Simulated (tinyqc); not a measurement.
Planar ballistic transistor, top-of-the-barrier model: two steps of the calculation.

At the top of the source barrier, states moving towards the drain are filled by the source (Fermi level 0) and states moving back by the drain (Fermi level -q Vd); nothing scatters. U is the shift of the band edge there, set by the capacitances CG, CD and CS (the total) and by the charge. Parabolic two-dimensional band; the source is grounded.

Inputs (values chosen for the exercise); mass and valleys made up:
- T = 200 K (temperature)
- m = 0.0445 m0 (effective mass)
- gv = 4 (valley degeneracy)
- eox = 16 (relative permittivity of the gate insulator)
- tox = 2.7 nm (insulator thickness)
- aG = 0.79 (gate control CG/CS)
- aD = 0.115 (drain control CD/CS)
- E0 = 0.25 eV (band edge at the barrier top above the source Fermi level at zero bias)
- Vg = 0.7 V (gate voltage)
- Vd = 0.1 V (drain voltage)

Constants: q = 1.602176634e-19 C, kB = 1.380649e-23 J/K, hbar = 1.054571817e-34 J s, m0 = 9.1093837015e-31 kg, Vt = kB T/q, eps0 = 8.8541878128e-14 F/cm where lengths are in cm. Results are converted to the units shown.

Task 1. Density of states, capacitances and charge at zero bias. N0 = gv m kB T/(pi hbar^2), CG = eps0 eox/tox, vT = sqrt(2 kB T/(pi m)), CS = CG/aG, n0 = n at U = 0 and Vd = 0. eta1 = -(E0 + U)/Vt, eta2 = eta1 - Vd/Vt, n = (N0/2)[F_0(eta1) + F_0(eta2)], F_0(x) = ln(1 + exp x). UL = -(aG Vg + aD Vd).

Give: N0; CG; CS; n0; UL.

Result 1.

N0 = 1.2815e12 cm^-2
CG = 5.2469 uF/cm^2
CS = 6.6417 uF/cm^2
n0 = 6.4268e5 cm^-2
UL = -0.56450 eV

Task 2. Self-consistent potential at the barrier top. U(out) = UL + q (n - n0)/CS. U(new) = U + 0.5 (U(out) - U).

U after iteration 1 = -0.32728319 eV
N0 = 1.2815043e12 cm^-2
CS = 6.6416786 uF/cm^2
n0 = 6.4268364e5 cm^-2
UL = -0.5645 eV

Wanted: eta1; eta2; n; U(out); U after iteration 2.

Result 2.

eta1 = 4.484
eta2 = -1.318
n = 3.032e12 cm^-2
U(out) = -0.4913 eV
U after iteration 2 = -0.4093 eV

tinyqc, about 0.01 s, one thread, Intel Xeon 2.30GHz (shared host): `OMP_NUM_THREADS=1 python tinyqc.py 2400140 2400141 out.jsonl`
